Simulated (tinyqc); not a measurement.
Reflectance across the plasma edge: free-carrier optics of a doped semiconductor (Drude model with one polar phonon).

eps(E) = ei [1 - Ep^2/(E^2 + i E Gam)] + (es - ei) wT^2/(wT^2 - E^2 - i E gT), with Ep^2 = 8 pi c (e^2/(4 pi eps0)) N/(m ei), c = hbar^2/2m0, N in 1/angstrom^3 (1e-24 per 1/cm^3); Gam = hbar/tau, tau = mu m m0/e with m0/e = 5.685630e-12 kg/C and mu in m^2/(V s). Energies in meV.

n + i k = sqrt(eps1 + i eps2) with k >= 0; R = ((n - 1)^2 + k^2)/((n + 1)^2 + k^2) at normal incidence from vacuum; alpha = 2 E k/(hbar c), times 1e8 for 1/cm; loss function Im(-1/eps) = eps2/(eps1^2 + eps2^2).

Constants: hbar^2/2m0 = 3.80998211 eV angstrom^2; e^2/(4 pi eps0) = 14.39964547 eV angstrom; hbar = 6.58211957e-16 eV s; hbar c = 1973.269805 eV angstrom.

Inputs chosen for the exercise (mass and dielectric values near those of SiC; N and mu are free inputs; interband absorption and the rise of the mass with filling are left out; shifted at random, so the results belong to these values and not to a real crystal): N = 3.6e+19 1/cm^3 (carrier density); m = 0.423 m0 (conductivity mass); mu = 190 cm^2/(V s) (mobility); ei = 6.5 (high-frequency dielectric constant); wT = 98.3 meV (TO phonon); es = 9.75 (static dielectric constant); gT = 0.6 meV (phonon damping).

Spectrum:

| E (meV) | eps1 | eps2 | R | alpha (1/cm) |
|---|---|---|---|---|
| 13.4 | -293.38 | 325.92 | 0.925 | 2.60e+04 |
| 40.3 | -53.66 | 22.91 | 0.902 | 3.06e+04 |
| 67.2 | -12.24 | 5.37 | 0.811 | 2.44e+04 |
| 94.1 | 32.23 | 4.68 | 0.493 | 3.92e+03 |
| 114.2 | -11.65 | 1.31 | 0.942 | 3.96e+04 |
| 147.8 | -1.40 | 0.54 | 0.697 | 1.80e+04 |
| 168.0 | 0.68 | 0.36 | 0.019 | 3.63e+03 |
| 201.5 | 2.61 | 0.21 | 0.056 | 1.32e+03 |
| 268.7 | 4.38 | 0.09 | 0.125 | 574 |
| 403.1 | 5.57 | 0.03 | 0.164 | 226 |
| 671.8 | 6.17 | 0.01 | 0.181 | 77.3 |

Give the missing row, E (meV) = 134.4.

Computed row:
```
E (meV)   eps1  eps2      R  alpha (1/cm)
134.4    -3.66  0.72  0.853      2.62e+04
```

Ep = 134.4 meV and Gam = 14.4 meV. R is 0.925 at the lowest energy and lowest, 0.019, at 168.0 meV of those listed; without damping and phonon it would vanish at Ep sqrt(ei/(ei - 1)) = 146.1 meV. At the highest energy R is 0.181, against 0.191 for ei alone. Between the last two rows alpha goes as E^-2.10, where the Drude limit far above Ep and Gam is E^-2. Inside the metallic range the phonon cuts a dip in R near L-, below wT = 98.3 meV, which the rows may miss.

Program tinyqc; command `OMP_NUM_THREADS=1 python tinyqc.py 1651622 1651623 out.jsonl`; about 0.01 s on one thread of a shared Intel(R) Xeon(R) Processor @ 2.30GHz.
